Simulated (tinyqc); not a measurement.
Resistance of a source-drain extension with a graded tip: one step of the calculation.

y runs along the channel, the gate covers y > 0. The doping is N0 for y < y0 and N0 10^(-(y - y0)/la) beyond, uniform over the depth xj. Sheet conductance s(y) = q mu(N) max(N - Nch, 0) xj + (for y > 0) ma Cox Vo, with mu(N) = u0 + (u1 - u0)/(1 + (N/Nr)^au) and Cox = eps0 eox/tox. Current is taken as one-dimensional; depletion of the tip, spreading and the contact are left out. The metallurgical junction lies at yj, where N = Nch.

Problem. Sheet resistances and junction position. yj = y0 + la log10(N0/Nch); sheet resistance of the full extension 1/[q mu(N0)(N0 - Nch) xj] and of the gate-induced layer 1/(ma Cox Vo); metallurgical length Lg - 2 yj; ye is where the doped and the gate-induced conductances are equal.

Inputs (values chosen for the exercise); mobility law close to that of electrons in silicon:
```
symbol   value        unit                                                                 meaning
eox       7.62              relative permittivity of the gate insulator (close to silicon nitride)
tox        2.7          nm                                                     insulator thickness
N0      5.3e19       cm^-3                        active doping of the extension far from the gate
la         3.7   nm/decade                                                      lateral abruptness
y0         0.5          nm          position under the gate where the fall begins (gate edge at 0)
xj           7          nm                                                  depth of the extension
Nch       4e17       cm^-3                                                          channel doping
Vo        0.66           V                                                          gate overdrive
ma         210  cm^2/(V s)                                      mobility of the gate-induced layer
u1        1414  cm^2/(V s)                                                  mobility at low doping
u0        68.5  cm^2/(V s)                                                 mobility at high doping
Nr      9.2e16       cm^-3                                                        reference doping
au       0.711                                                                            exponent
Lg          45          nm                                                             gate length
```

Constants: q = 1.602176634e-19 C, eps0 = 8.8541878128e-14 F/cm where lengths are in cm. Results are converted to the units shown.

Wanted: yj; sheet resistance of the extension; sheet resistance of the induced layer; metallurgical length; ye; N at ye.

Solution.

yj = 8.3522 nm
sheet resistance of the extension = 2042.3 ohm/square
sheet resistance of the induced layer = 2887.3 ohm/square
metallurgical length = 28.296 nm
ye = 1.1383 nm
N at ye = 3.5625e19 cm^-3

The gate takes over 7.21 nm before the junction, where N is still 89.1 times the channel doping.

Computed by the program tinyqc: `OMP_NUM_THREADS=1 python tinyqc.py 2282029 2282030 out.jsonl`, one thread of a shared Intel Xeon 2.30GHz, about 0.05 s for the whole run.
